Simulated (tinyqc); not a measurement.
Inductance and parasitic capacitance from two readings.

Question. A loss-free coil L in parallel with C shows the apparent inductance L/(1 - w^2 L C), w = 2 pi f. Find L, C and the self-resonance 1/(2 pi sqrt(L C)).

apparent inductance at 5.2 and 8.7 GHz (nH): 5.7595740  10.539815

Solution. The inverse of the reading is 1/L - w^2 C, a straight line in w^2.

L = 4.600 nH
C = 41.00 fF
self-resonance = 11.59 GHz

Numbers from tinyqc (`OMP_NUM_THREADS=1 python tinyqc.py 2302102 2302103 out.jsonl`; about 0.01 s on one thread of a shared Intel Xeon 2.30GHz).
